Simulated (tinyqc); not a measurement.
Stretching the bonds: Weaire-Thorpe hybrids on a Bethe lattice: gap and dangling bond of an amorphous tetrahedral solid.

Parameters, chosen for this exercise (out of a larger set: of the size of tabulated hybrid energies for tetrahedral carbon; not measured data): V1 = 2.05 eV (coupling of two hybrids on one atom); V2 = 10.2 eV (coupling of the two hybrids of a bond).

V2 is scaled as (d0/d)^2 and V1 stays. Bound 2 V2 - 4 V1; tree V2 - 2 V1 + sqrt(V2^2 + 4 V1^2 - 2 sqrt3 V1 V2); a negative bound means that a network with rings may have no gap.

Against d/d0:

| d/d0 | V2 (eV) | V2/V1 | bound (eV) | tree (eV) |
|---|---|---|---|---|
| 0.96 | 11.068 | 5.399 | 13.935 | 14.759 |
| 0.98 | 10.621 | 5.181 | 13.041 | 13.882 |
| 1.00 | 10.200 | 4.976 | 12.200 | 13.058 |
| 1.02 | 9.804 | 4.782 | 11.408 | 12.285 |
| 1.04 | 9.430 | 4.600 | 10.661 | 11.557 |
| 1.07 | 8.909 | 4.346 | 9.618 | 10.546 |
| 1.10 | 8.430 | 4.112 | 8.660 | 9.622 |
| 1.15 | 7.713 | 3.762 | 7.225 | 8.252 |

The bound falls by 408 meV for each per cent of stretch near d0 and vanishes at d/d0 = 1.577, beyond the table. Weak, stretched bonds therefore put states closest to the edges, one origin of band tails.

Program tinyqc; command `OMP_NUM_THREADS=1 python tinyqc.py 1452868 1452869 out.jsonl`; about 0.02 s on one thread of a shared Intel(R) Xeon(R) Processor @ 2.30GHz.
